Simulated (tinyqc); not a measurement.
Input admittance of a MOSFET at zero drain bias: distributed channel and distributed gate: two steps of the calculation.

Source and drain grounded, strong inversion, w = 2 pi f, Cox = eps0 eox/tox. The channel is an RC line of resistance 1/(mu Cox Vo) per square fed from both ends, so one finger has the intrinsic admittance y = i w Cox L tanh(g)/g per width, g = (1/2) sqrt(i w tau), tau = L^2/(mu Vo). The vertical resistance rv/L is in series with y, the overlaps 2 i w Cov in parallel: y_t = 1/(1/y + rv/L) + 2 i w Cov. The gate strip is a line of Rsh/L per length loaded by y_t, so a finger has Y = y_t Wf tanh(k)/k, k = (Wf/sd) sqrt(y_t Rsh/L); the device has Nf Y.

Parameters, values chosen for the exercise; values of the order met in silicon radio-frequency transistors:
```
symbol  value        unit                                                                 meaning
eox      9.24              relative permittivity of the gate insulator (close to aluminium oxide)
tox       8.1          nm                                                     insulator thickness
L         1.1          um                                                          channel length
Wf       0.81          um                                                            finger width
Nf         32                                                                   number of fingers
mu        220  cm^2/(V s)                                                        channel mobility
Vo        0.5           V                                                          gate overdrive
Rsh        12  ohm/square                                            sheet resistance of the gate
rv          0    ohm um^2                                  vertical resistivity of the gate stack
sd          1                                       number of ends at which a finger is contacted
Cov      0.24       fF/um                             overlap and fringe capacitance on each side
f           1         GHz                                                               frequency
```

Constants: eps0 = 8.8541878128e-14 F/cm where lengths are in cm. Results are converted to the units shown.

Problem 1. Low-frequency resistances and capacitance. Low-frequency limits, with c = Cox L and ct = c + 2 Cov: R_strip = Rsh Wf/(3 sd^2 L Nf), R_ch = (c/ct)^2 L/(12 mu Cox Vo Wf Nf), R_vert = (c/ct)^2 rv/(L Wf Nf), C = ct Wf Nf.

Find: parts; sum; C; 1/(2 pi R C).

Solution 1.

parts (ohm): strip 0.09205, channel 29.25, vertical 0
sum = 29.34 ohm
C = 300.4 fF
1/(2 pi R C) = 18.06 GHz

The channel term is the largest, 99.7 % of the sum.

Problem 2. Input impedance of the device. k and Y as defined; Z = 1/(Nf Y) = R + 1/(i w C); Q = |Im Z|/R; signal at the point farthest from a contact |1/cosh k|.

y_t = 4.001340+72.547882i uS/um

Find: k; Nf Y; R; C; Q; signal at the far point.

Solution 2.

k = 0.016563+0.015675i
Nf Y = 0.1040+1.8804i mS
R = 29.334 ohm
C = 300.19 fF
Q = 18.074
signal at the far point = 0.99999

Computed by the program tinyqc: `OMP_NUM_THREADS=1 python tinyqc.py 2262222 2262223 out.jsonl`, one thread of a shared Intel Xeon 2.30GHz, about 0.01 s for the whole run.
